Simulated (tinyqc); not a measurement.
# From susceptibility chi back to temperature T

Model: Landau-Devonshire theory of a uniaxial ferroelectric. Computed by tinyqc, a small Python program. Command: `OMP_NUM_THREADS=1 python tinyqc.py 3022066 3022067 out.jsonl ferro inv`. One thread of a shared host (Intel(R) Xeon(R) Processor @ 2.30GHz), about 0.02 s of CPU time with the checks.

G(P) = (alpha/2) P^2 + (beta*/4) P^4 + (gamma/6) P^6 - E P per volume, SI units, one domain, P along the polar axis, which is normal to the film.

Inputs (values chosen for the exercise, for a model ferroelectric): alpha_0 = 550000 J m/(C^2 K); Curie-Weiss temperature T0 = 420 K; beta = -4.27e+09 J m^5/C^4; gamma = 7.73e+10 J m^9/C^6; misfit strain u_m = -0.012; electrostriction Q12 = -0.034 m^4/C^2; compliance s11 + s12 = 5.5e-12 m^2/N.

Sample: epitaxial film.

Constants: eps_0 = 8.8541878128e-12 F/m.

Method:
- alpha = alpha_0 (T - T0*), with clamping: T0* = T0 + 4 Q12 u_m/(alpha_0 (s11 + s12)), beta* = beta + 4 Q12^2/(s11 + s12).
- Ps^2 = [-beta* + sqrt(beta*^2 - 4 alpha gamma)]/(2 gamma).
- chi = 1/(eps_0 G''), G'' = alpha + 3 beta* P^2 + 5 gamma P^4 at Ps. Ps, chi and the coercive field are for perfect screening, without a depolarising field. The intrinsic coercive field is |alpha P + beta* P^3 + gamma P^5| at the P_c where G'' = 0. 1 C/m^2 = 100 microcoulomb/cm^2.

Problem. A run gave the result below. Find the temperature T, known to lie between 330 and 790 K.

susceptibility chi = 62.44545

Solution.

Each step takes the trial c = (a f_b - b f_a)/(f_b - f_a), f being the result less the target and a, b, c the logarithms of the listed values; c replaces end b, the old b replaces a if the sign of f changed, and otherwise f_a is halved.

Scan of the range:
```
temperature T (K)  susceptibility chi
330                            55.895
382                            59.825
441                            65.046
511                            72.627
591                            83.935
683                           102.620
790                           139.836
```

False position (Illinois rule, in the logarithm of the input) inside the bracket:
```
step    end a    end b    trial  susceptibility chi
1     382.000  441.000  410.557             62.2384
2     441.000  410.557  412.729             62.4303
3     441.000  412.729  413.044             62.4583
4     412.729  413.044  412.900             62.4454
5     413.044  412.900  412.900             62.4454
```

Susceptibility chi rises at every point of a 13-point scan of the range (every second point is shown), so one value fits; it is bracketed by 382 and 441. Answer: temperature T = 412.9 K.

Caution: the strain shifts T0 by more than 500 K here, which is beyond the range where constant coefficients hold. Caution: far below T0* the expansion with linear alpha(T) is only a fit.
